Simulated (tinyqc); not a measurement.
Worked calculation: density of states of one tight-binding band on the simple cubic lattice. Values are carried at full precision from step to step, so a last printed digit may differ when a step is redone from the rounded ones.

E(k) = -2 t (c1 + c2 + c3) - 4 t2 (c1 c2 + c2 c3 + c3 c1) with ci = cos(2 pi ki); k in fractions of the reciprocal vectors, mesh k_i = j/N with j = 0 .. N-1. Densities are per cell and per spin, so the band holds one state.

Inputs chosen for the exercise: t = 1.11 eV (nearest hopping); t2 = 0 eV (second hopping); N = 4 (mesh points along each axis); bins = 10 (bins of the histogram); E_lo = -6.713 eV (lower end of the histogram); E_hi = 6.717 eV (upper end); E = -3.13 eV (energy at which the density is wanted); sigma = 0.222 eV (Gaussian width).

## Energies on the mesh

Evaluate the band at all 64 points and collect equal values.

Distinct energies:
```
E_k (eV)  points
-6.6600        1
-4.4400        6
-2.2200       15
0.0000        20
2.2200        15
4.4400         6
6.6600         1
```

The 64 points give 7 distinct energies between -6.6600 and 6.6600 eV; a dense mesh gives a band from -6.660 to 6.660 eV.

## Histogram

Count the points in equal bins from E_lo to E_hi; g = count/(all points x bin width).

Histogram:
```
from (eV)  to (eV)  points  g (1/eV)
-6.7130    -5.3700       1    0.0116
-5.3700    -4.0270       6    0.0698
-4.0270    -2.6840       0    0.0000
-2.6840    -1.3410      15    0.1745
-1.3410     0.0020      20    0.2327
0.0020      1.3450       0    0.0000
1.3450      2.6880      15    0.1745
2.6880      4.0310       0    0.0000
4.0310      5.3740       6    0.0698
5.3740      6.7170       1    0.0116
```

Empty bins: 3 of 10; the fullest holds 20 points. Empty bins inside the band come from the coarse mesh, not from gaps.

## Gaussian broadening at one energy

Gaussian broadening: g(E) = mean over the mesh of exp(-(E - E_k)^2/(2 sigma^2))/(sigma sqrt(2 pi)), n(E) = mean of erfc((E_k - E)/(sigma sqrt 2))/2.

Sum over the distinct energies with their counts.

n(E) = 0.1094
g(E) = 0.0001 1/eV

## One tetrahedron of the mesh

For corner energies e1 <= e2 <= e3 <= e4 and eij = ei - ej, the share of the tetrahedron below E is n = (E - e1)^3/(e21 e31 e41) for e1 < E < e2; n = [e21^2 + 3 e21 x + 3 x^2 - (e31 + e42) x^3/(e32 e42)]/(e31 e41) with x = E - e2 for e2 < E < e3; n = 1 - (e4 - E)^3/(e41 e42 e43) for e3 < E < e4; its density of states is g = dn/dE.

corner energies, sorted (eV): [-4.4400, -2.2200, 0.0000, 2.2200]

Find its share below E and its density of states at E.

n = 0.0342
g = 0.0784 1/eV

E lies between corners 1 and 2.

## Sum over all linear tetrahedra

Each cube of the mesh, corners numbered 0 to 7 as the binary number (i j l), is cut into six tetrahedra around the diagonal 0-7: 0137, 0157, 0237, 0267, 0457, 0467. For corner energies e1 <= e2 <= e3 <= e4 and eij = ei - ej, the share of the tetrahedron below E is n = (E - e1)^3/(e21 e31 e41) for e1 < E < e2; n = [e21^2 + 3 e21 x + 3 x^2 - (e31 + e42) x^3/(e32 e42)]/(e31 e41) with x = E - e2 for e2 < E < e3; n = 1 - (e4 - E)^3/(e41 e42 e43) for e3 < E < e4; its density of states is g = dn/dE.

Average n and g over all pieces of the mesh. The reference uses the same method with N = 36.

n(E) = 0.0838
g(E) = 0.0712 1/eV
reference n(E) = 0.130
reference g(E) = 0.072 1/eV

On this mesh the linear method errs by -0.001 1/eV in g and -0.047 in n; the Gaussian sum erred by -0.072 and -0.021.

## Checks

- States below the top of the band by the linear method against one: both 1.000000.

Computed by tinyqc, a small Python program: `OMP_NUM_THREADS=1 python tinyqc.py 1650174 1650175 out.jsonl` (the numbers bound the seed that draws the inputs); one thread of a shared host (Intel(R) Xeon(R) Processor @ 2.30GHz), about 0.2 s for the whole set of steps.
